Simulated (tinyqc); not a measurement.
Thermal displacements in the Debye model: Debye-Waller factors, bond-length spread and the Lindemann rule. Changing the Debye temperature Theta. Computed by tinyqc, a small Python program. Command: `OMP_NUM_THREADS=1 python tinyqc.py 3007959 3007960 out.jsonl debyewaller sweep`. One thread of a shared host (Intel(R) Xeon(R) Processor @ 2.30GHz), about 0.01 s of CPU time with the checks.

A Debye spectrum with three branches of one velocity, cut at k_B Theta; 2 atoms per cube, nearest neighbours at d = 0.866025 a.

Inputs (values chosen for the exercise, modelled on molybdenum): atomic mass M = 95.95 u; lattice constant a = 3.147 angstrom; temperature T = 1600 K; Lindemann ratio x_L = 0.1; gamma-ray energy E = 6.2 keV; photoelectron wave number k = 12 1/angstrom.

Structure: bcc.

Constants: hbar^2/u = 4.18015928e-03 eV angstrom^2; k_B = 8.617333262e-05 eV/K; e = 1.602176634e-19 C; u = 1.6605390666e-27 kg; c = 299792458 m/s; hbar = 6.582119569e-16 eV s.

Method:
- <u_x^2> = (3 hbar^2/(2 M k_B Theta)) int_0^1 s coth(s Theta/(2T)) ds (64 Gauss-Legendre points); it tends to 3 hbar^2/(4 M k_B Theta) at T = 0 and to 3 hbar^2 T/(M k_B Theta^2) at high T.
- B = 8 pi^2 <u_x^2>.
- A nucleus of this mass is supposed to emit a gamma ray of the energy chosen: recoil energy E_R = E^2/(2 M c^2), wave number k_g = E/(hbar c), recoil-free fraction f = exp(-k_g^2 <u_x^2>).
- Correlated Debye model: sigma^2 = (3 hbar^2/(M k_B Theta)) int_0^1 s coth(s Theta/(2T)) [1 - sin(s q_D R)/(s q_D R)] ds for two atoms at distance R, q_D = (6 pi^2 n)^(1/3), n atoms per volume; uncorrelated motion would give 2 <u_x^2>.
- An EXAFS amplitude is damped by exp(-2 k^2 sigma^2).
- Melting is placed where sqrt(3 <u_x^2>) = x_L d; the classical form gives T_m = M k_B Theta^2 (x_L d)^2/(9 hbar^2).

One run for each value; columns: (1) Debye temperature Theta (K); (2) B factor (angstrom^2); (3) Lindemann T_m (K); (4) recoil-free fraction f; (5) sigma^2 of the nearest bond (angstrom^2):
```
(1)     (2)     (3)      (4)       (5)
248  3.1174  1002.3  0.67721  0.047284
282  2.4115  1296.5  0.73970  0.036581
367  1.4246  2197.0  0.83684  0.021619
418  1.0987  2850.6  0.87165  0.016677
477  0.8442  3712.6  0.89983  0.012818
543  0.6519  4811.5  0.92172  0.009903
620  0.5005  6273.4  0.93934  0.007608
```

Give the missing row, Debye temperature Theta (K) = 322.

Computed row; columns: (1) Debye temperature Theta (K); (2) B factor (angstrom^2); (3) Lindemann T_m (K); (4) recoil-free fraction f; (5) sigma^2 of the nearest bond (angstrom^2):
```
(1)     (2)     (3)      (4)       (5)
322  1.8500  1690.9  0.79349  0.028069
```

Interpolating between the two neighbouring rows (linearly) misses most in B factor (angstrom^2), by 5.2 %. Over the rows, B factor (angstrom^2) falls from 3.12 to 0.501 (exponent d ln y / d ln x about -2.0 throughout); Lindemann T_m (K) rises from 1000 to 6270 (exponent d ln y / d ln x about 2.0 throughout); recoil-free fraction f rises from 0.677 to 0.939 (exponent d ln y / d ln x 0.69 between the first rows and 0.14 between the last). The exponent of B factor stays between -2.00 and -1.99, near -2: the classical law T/(M Theta^2). The exponent of Lindemann T_m stays at 2: T_m goes as Theta^2. Theta measures the stiffness, M Theta^2 ~ spring constant: stiffer crystals vibrate less and, by the Lindemann rule, melt higher.

Caution (rows 248, 282, 322, 367): the displacement is near or above the Lindemann value, where anharmonic terms matter.
